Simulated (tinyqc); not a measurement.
# Donor in an ellipsoidal valley (Kohn-Luttinger variational method), step by step

A worked calculation. Computed by tinyqc, a small Python program that keeps every step. Command: `OMP_NUM_THREADS=1 python tinyqc.py 3021034 3021035 out.jsonl kohnlutt walk`. One thread of a shared host (Intel(R) Xeon(R) Processor @ 2.30GHz), about 0.05 s of CPU time with the checks. Intermediate numbers are printed to about 6 digits and carried at full precision; extremes and crossings named in words are read from the listed rows.

H = -(d^2/dx^2 + d^2/dy^2) - gamma d^2/dz^2 - 2/r in units built on m_t, with gamma = m_t/m_l and z along the valley axis. One valley; no valley-orbit or central-cell term.

Inputs (values chosen for the exercise, modelled on silicon):
```
quantity                      value  unit
transverse mass m_t            0.19   m_0
longitudinal mass m_l         0.922   m_0
dielectric constant eps        11.6     -
trial ratio b/a                0.55     -
observed depth chosen for 1s     56   meV
```

Constants: Ry = 13.605693123 eV; a_0 = 0.529177210903 angstrom; h x 1 THz = 4.135667696 meV.

## Effective units

Ry* = Ry m_t/eps^2, a* = a_0 eps/m_t, gamma = m_t/m_l.

Ry* = 19.2114 meV

a* = 32.3077 angstrom

gamma = 0.206074

## Energy at a trial ratio

Trial function exp(-sqrt((x^2 + y^2)/a^2 + z^2/b^2)) with beta = b/a < 1: E = t/a^2 - u/a, t = (2 + gamma/beta^2)/3, u = 2 arcsin(sqrt(1 - beta^2))/sqrt(1 - beta^2); the best a is 2 t/u and E(beta) = -u^2/(4 t).

t = 0.893745

u = 2.36704

best a = 0.755160 a*

E(beta) = -1.56724 Ry*

## Minimum over the ratio

Golden-section search on beta from 0.05 to 0.999, 60 steps.

Search, first ten steps; c and d are the inner points:
```
step       low      high         c  E(c) (Ry*)         d  E(d) (Ry*)
1     0.050000  0.999000  0.412486    -1.47752  0.636514    -1.55976
2     0.412486  0.999000  0.636514    -1.55976  0.774971    -1.50027
3     0.412486  0.774971  0.550943    -1.56735  0.636514    -1.55976
4     0.412486  0.636514  0.498057    -1.55222  0.550943    -1.56735
5     0.498057  0.636514  0.550943    -1.56735  0.583628    -1.56833
6     0.550943  0.636514  0.583628    -1.56833  0.603829    -1.56637
7     0.550943  0.603829  0.571144    -1.56860  0.583628    -1.56833
8     0.550943  0.583628  0.563428    -1.56838  0.571144    -1.56860
9     0.563428  0.583628  0.571144    -1.56860  0.575912    -1.56859
10    0.563428  0.575912  0.568196    -1.56855  0.571144    -1.56860
```

best beta = 0.572864

radius a of the 1s trial function = 24.1432 angstrom

radius b of the 1s trial function = 13.8308 angstrom

1s binding energy, trial function = 30.1351 meV

The envelope is flattened along the heavy axis; beta is close to gamma^(1/3) = 0.591.

## Levels from a Gaussian basis

Gaussian basis: g = P exp(-al (x^2 + y^2) - be z^2) with P = 1 (s-like), z (2p0) or x (2p+-); al = 0.004 x 2.6^k, k = 0..11, and be/al = 1, gamma^(-1/2) or 1/gamma (36 functions); 1/r = (2/sqrt(pi)) int exp(-t^2 r^2) dt by 48 Gauss-Legendre points after t = sqrt(al_i + al_j) tan(theta); overlap eigenvalues below 1e-10 are dropped.

1s binding energy, Gaussian basis = 30.1761 meV

2p0 binding energy = 11.1144 meV

2p+- binding energy = 6.17322 meV

The two-parameter trial function recovers 99.86 % of the 1s binding of the larger basis. 2p0, with its lobes along the heavy axis, is bound 1.80 times as strongly as 2p+-.

## Optical lines and the chemical shift

With an observed depth of 1s, the lines are 1s -> 2p0 = depth - E(2p0) and 1s -> 2p+- = depth - E(2p+-); the chemical shift is depth - E(1s, Gaussian basis); 1 meV = 1 THz/4.135667696.

line 1s -> 2p0 = 44.8856 meV

line 1s -> 2p+- = 49.8268 meV

chemical shift = 25.8239 meV

frequency of the line 1s -> 2p+- = 12.0481 THz

The spacing of the two lines, 4.941 meV, does not depend on the depth, so it is the same for every donor in this host.

## Which single mass stands for the valley

A hydrogenic level is Ry m/eps^2 for one mass m; errors are against the Gaussian basis.

1s binding energy:
```
rule                                      mass (m_0)  binding (meV)  error (%)
transverse mass                             0.190000        19.2114    -36.336
conductivity mass 3/(2/m_t + 1/m_l)         0.258378        26.1252    -13.424
density-of-states mass (m_t^2 m_l)^(1/3)    0.321672        32.5250      7.784
longitudinal mass                           0.922000        93.2257    208.939
trial function with a and b                        -        30.1351     -0.136
mass that fits 1s                           0.298441        30.1761      0.000
```

The conductivity mass, which is what a spherical trial function (a = b) gives, falls short by 13.4 %, as a restricted variational bound must; the density-of-states mass is off by +7.8 %. The mass that fits lies between the two.

## Levels against anisotropy

The trial energy is minimised over beta by golden section from 0.05 to 0.999, 60 steps.

Binding energies (Ry*):
```
gamma  1s, trial  1s, Gaussians      2p0      2p+-
0.052    2.07579        2.08705  1.01022  0.367329
0.100    1.83868        1.84446  0.79051  0.347506
0.210    1.56154        1.56360  0.57350  0.320589
0.310    1.41617        1.41716  0.47555  0.304611
0.350    1.37126        1.37202  0.44738  0.299385
0.590    1.18191        1.18204  0.33899  0.275674
0.850    1.05478        1.05477  0.27529  0.258058
```

As gamma falls from 0.85 to 0.052, 1s deepens from 1.055 to 2.087 Ry*, on the way from the hydrogen value 1 to the two-dimensional limit 4; 2p+- moves from 0.258 to 0.367 (limits 1/4 and 4/9), while 2p0 climbs from 0.275 to 1.010 and joins 1s as gamma tends to 0. Near gamma = 1 the trial function is almost exact and can pass the Gaussian basis, whose own error is about 3e-5 Ry*.

Checks made by the program: the Gaussian basis at gamma = 1 against 1, 1/4 and 1/4 Ry* (relative difference 3e-05); trial function against Gaussian basis (relative difference 1e-03).
